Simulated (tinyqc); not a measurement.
UHF in the sto-3g basis, for H2, spin multiplicity 1, step by step. One step of it, computed by the program tinyqc.

Problem. Iteration 3: diagonalisation and new density. Diagonalise F' = X^T F X, C = X C', fill 1 alpha and 1 beta electrons from the bottom; D(s) = C_occ C_occ^T. Each column has its largest component positive (the first on a tie).

F(alpha) (hartree), order 1H 1s, 2H 1s:
$$\begin{pmatrix}
-0.468282 & -0.504424 \\
-0.504424 & -0.100946
\end{pmatrix}$$

F(beta) (hartree), order 1H 1s, 2H 1s:
$$\begin{pmatrix}
-0.100946 & -0.504424 \\
-0.504424 & -0.468282
\end{pmatrix}$$

X, order 1H 1s, 2H 1s:
$$\begin{pmatrix}
1.173724 & -0.379554 \\
-0.379554 & 1.173724
\end{pmatrix}$$

Give: F' = X^T F X; orbital energies; coefficients C; F' = X^T F X; orbital energies; coefficients C; D(alpha) after iteration 3; D(beta) after iteration 3.

Solution.

F' = X^T F X (alpha) (hartree):
$$\begin{pmatrix}
-0.210 & -0.514 \\
-0.514 & 0.243
\end{pmatrix}$$

orbital energies (alpha) (hartree): MO1 -0.545, MO2 0.578

coefficients C (alpha), order 1H 1s, 2H 1s:
$$\begin{pmatrix}
0.776 & -0.959 \\
0.323 & 1.190
\end{pmatrix}$$

F' = X^T F X (beta) (hartree):
$$\begin{pmatrix}
0.243 & -0.514 \\
-0.514 & -0.210
\end{pmatrix}$$

orbital energies (beta) (hartree): MO1 -0.545, MO2 0.578

coefficients C (beta), order 1H 1s, 2H 1s:
$$\begin{pmatrix}
0.323 & 1.190 \\
0.776 & -0.959
\end{pmatrix}$$

D(alpha) after iteration 3, order 1H 1s, 2H 1s:
$$\begin{pmatrix}
0.602 & 0.251 \\
0.251 & 0.104
\end{pmatrix}$$

D(beta) after iteration 3, order 1H 1s, 2H 1s:
$$\begin{pmatrix}
0.104 & 0.251 \\
0.251 & 0.602
\end{pmatrix}$$
